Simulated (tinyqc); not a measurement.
Gate voltage for a wanted density.

Problem. A HEMT has a barrier of thickness d, permittivity eb and off voltage Voff; energies are counted from the channel band edge at the interface. F = q (eta ns + Nb)/(eps0 ec) in eV/nm; E_k = a_k (C F^2/me)^(1/3), a_0 = 2.338107, a_1 = 4.087949, C = hbar^2/(2 m0); D = me m0 q/(pi hbar^2); ns = D Vt [ln(1 + exp((EF - E_0)/Vt)) + ln(1 + exp((EF - E_1)/Vt))], which gives EF = E_0 + Vt ln{2 s/[(1 + u) + sqrt((1 + u)^2 + 4 u s)]} with s = exp(ns/(D Vt)) - 1, u = exp((E_0 - E_1)/Vt). Charge control: ns + Nb = eps0 eb (Vg - Voff - EF)/(q d). Find E_0, E_1, EF and the Vg that gives this ns.

Inputs (values chosen for the exercise); material values close to those of InAlAs on In0.53Ga0.47As:

| symbol | value | unit | meaning |
|---|---|---|---|
| T | 300 | K | temperature |
| d | 27 | nm | barrier thickness from gate to channel |
| me | 0.0412 | m0 | electron mass in the channel |
| ec | 14.3 |  | relative permittivity of the channel |
| eta | 0.75 |  | share of ns that counts in the confining field |
| Nb | 0 | cm^-2 | depletion charge of the buffer |

Constants: q = 1.602176634e-19 C, kB = 1.380649e-23 J/K, hbar = 1.054571817e-34 J s, m0 = 9.1093837015e-31 kg, Vt = kB T/q, eps0 = 8.8541878128e-14 F/cm where lengths are in cm, hbar^2/(2 m0) = 0.0380998212 eV nm^2. Results are converted to the units shown.

ns = 1.1e12 cm^-2
eb = 12.2
Voff = -0.53005886 V

Answer. In this direction nothing needs iterating: ns fixes the field, the levels and EF, and the charge-control relation gives Vg.

E_0 = 0.1088 eV
E_1 = 0.1902 eV
EF = 0.1621 eV
Vg = 0.07257 V

Numbers from tinyqc (`OMP_NUM_THREADS=1 python tinyqc.py 2180069 2180070 out.jsonl`; about 0.01 s on one thread of a shared Intel Xeon 2.30GHz).
